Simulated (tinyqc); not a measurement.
Length of a polyene: Hueckel, PPP and singles CI along the polyenes. Computed by the program tinyqc. 

All-trans chains of carbon centres 1.40 angstrom apart:
```
parameter                               value
beta (eV), times 1 +/- alternation  -2.480000
alternation                          0.060000
W (eV)                              11.160000
gamma_rr (eV)                       10.180000
repulsion formula                          MN
```

Hueckel uses the same beta without repulsion; CIS keeps all single excitations and so misses the low, doubly excited 2Ag state. W is the valence ionisation energy of a centre, MN the Mataga-Nishimoto formula, f the oscillator strength.

Gaps and excitations (eV):
```
centres  Hueckel gap  PPP orbital gap  bright singlet (CIS)       f  lowest triplet (CIS)
2             5.2576          10.3739                7.7895  0.6678                2.7257
4             3.4200           7.9895                5.5305  1.0868                1.7770
6             2.5819           6.7975                4.4644  1.5267                1.3467
8             2.1078           6.0850                3.8370  1.9423                1.1123
10            1.8044           5.6145                3.4240  2.3327                0.9694
12            1.5942           5.2835                3.1332  2.7013                0.8755
```

The Hueckel gap tends to 4 x alternation x |beta| = 0.60 eV for long chains. Exchange opens the PPP orbital gap, and the attraction of electron and hole brings the bright state 2.15 eV below it at 12 centres; the triplet lies 2.26 eV lower still.
